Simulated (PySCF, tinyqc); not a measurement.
Starting guesses with DIIS over 6 matrices: SCF starting guesses in the sto-3g basis, for H4, spin multiplicity 1. Computed by the program tinyqc with PySCF. RHF with one setting changed at a time; a run stops when the energy changes by less than 1e-09 hartree and the error matrix is below 1e-5. Starts: the lowest orbitals of the core Hamiltonian, of the Wolfsberg-Helmholz matrix (K = 1.75), projected atomic densities, random orbitals, and the highest orbitals of the core Hamiltonian (a deliberately bad start).

Geometry (angstrom):
```
atom,x,y,z
H,0.0000,0.0000,0.0000
H,0.0000,0.0000,1.6360
H,0.0000,1.5100,0.0000
H,0.0000,1.5100,1.6360
```

lowest restricted solution found by these runs and by PySCF = -1.742680 hartree

Largest element of the error matrix X^T (FDS - SDF) X:
```
iteration,core,Wolfsberg-Helmholz,atomic densities,random,highest core orbitals
1,1.6e-14,5.4e-15,2.8e-16,1.9e-01,1.2e-14
2,5.0e-15,2.3e-15,1.9e-15,1.4e-01,1.9e-14
3,-,-,1.5e-15,7.6e-02,2.4e-14
4,-,-,-,3.8e-02,-
5,-,-,-,4.8e-03,-
6,-,-,-,1.4e-03,-
8,-,-,-,1.8e-06,-
```

How each run ends:
```
run,iterations,E (hartree),state
core,2,-1.742680,lowest found
Wolfsberg-Helmholz,2,-1.742680,lowest found
atomic densities,3,-1.742680,lowest found
random,9,-1.742680,lowest found
highest core orbitals,3,-1.635501,higher
```

What does the comparison show, and why?

4 of 5 runs reach the lowest restricted solution found, in 2 to 9 iterations (fastest: core, Wolfsberg-Helmholz). Ending on a higher stationary point: highest core orbitals; a small error matrix cannot reveal that, and an occupation fixed by the start is kept by symmetry or by the shape of the basin. The first errors are 2e-14, 5e-15, 3e-16, 2e-01, 1e-14. The restricted reference is unstable here: a spin-polarised solution lies 0.1699 hartree lower (PySCF), so results built on it describe a poor reference.
